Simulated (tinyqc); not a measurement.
Tight binding, kagome lattice, step by step. One step of it, computed by the program tinyqc.

Problem. Bloch Hamiltonian at k. H_AB = -t1 - t2 exp(-i k.a1), H_AC = -t1 - t2 exp(-i k.a2), H_BC = -t1 - t2 exp(i k.(a1 - a2)), H_CC = delta.

Parameters chosen for this model:
```
parameter     value                unit
t1         1.760000    eV, up triangles
t2         1.760000  eV, down triangles
delta      0.230000        eV on site C
```

k point k (fractions of the reciprocal vectors): -0.010000  0.010000

Give: H(k) at k.

Solution.

H(k) at k (eV):
```
               A              B              C
A          0.000  -3.517-0.111i  -3.517+0.111i
B  -3.517+0.111i          0.000  -3.506+0.221i
C  -3.517-0.111i  -3.506-0.221i          0.230
```
